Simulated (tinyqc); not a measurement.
The first four gaps: longitudinal sound in a periodic multilayer: transfer matrices, stop bands and folded phonons. Computed by tinyqc, a small Python program. Command: `OMP_NUM_THREADS=1 python tinyqc.py 3029047 3029048 out.jsonl multilayer walk`. One thread of a shared host (Intel(R) Xeon(R) Processor @ 2.30GHz), about 0.01 s of CPU time with the checks.

Layers 1 and 2 repeat with period d = d_1 + d_2; waves travel normal to the layers, without loss. State vector (u, s): displacement u and stress divided by omega. Impedances Z = rho v are in 1e6 kg/(m^2 s).

Inputs (values chosen for the exercise, modelled on copper (layer 1), tantalum (layer 2) and gallium arsenide (substrate)): density rho_1 = 8.93 g/cm^3; velocity v_1 = 4840 m/s; thickness d_1 = 4.8 nm; density rho_2 = 16.8 g/cm^3; velocity v_2 = 4130 m/s; thickness d_2 = 7.93 nm; substrate density = 5.35 g/cm^3; substrate velocity = 4680 m/s.

Method:
- Z = rho v; interface reflection r = (Z_2 - Z_1)/(Z_2 + Z_1) (stress amplitude, from 1 into 2); Bragg frequency f_B = 1/[2 (d_1/v_1 + d_2/v_2)]; long-wave velocity v_eff = d/sqrt[(d_1/v_1)^2 + (d_2/v_2)^2 + (Z_1/Z_2 + Z_2/Z_1)(d_1/v_1)(d_2/v_2)].
- A layer maps (u, s) by [[cos p, sin p/Z], [-Z sin p, cos p]], p = 2 pi f d_i/v_i; one period is M = M_2 M_1, and cos(q d) = trace(M)/2.
- Gap m contains m f_B; its edges, where trace(M)/2 = (-1)^m, are found by root search. Weak-contrast estimate of the width: (4 f_B/pi) |r sin(m pi a)|, a = (d_1/v_1)/(d_1/v_1 + d_2/v_2).

Bragg frequency f_B = 171.713 GHz

Z_1 = 43.2212

Z_2 = 69.384

interface reflection r = 0.232341

Stop bands (GHz):
```
m  lower edge  upper edge   width  weak-contrast estimate
1      148.48      193.32  44.836                  44.559
2      322.77      365.83  43.053                  42.789
3      513.27      516.76   3.490                   3.471
4      662.91      709.32  46.410                  46.121
```

What does the comparison show, and why?

With a = 0.341, gap 4 is the widest and gap 3 the narrowest; gap m closes when m a is a whole number. The weak-contrast estimate misses the first width by -0.6 % at |r| = 0.23. Odd gaps open at the edge of the folded zone (q = pi/d), even ones at its centre.
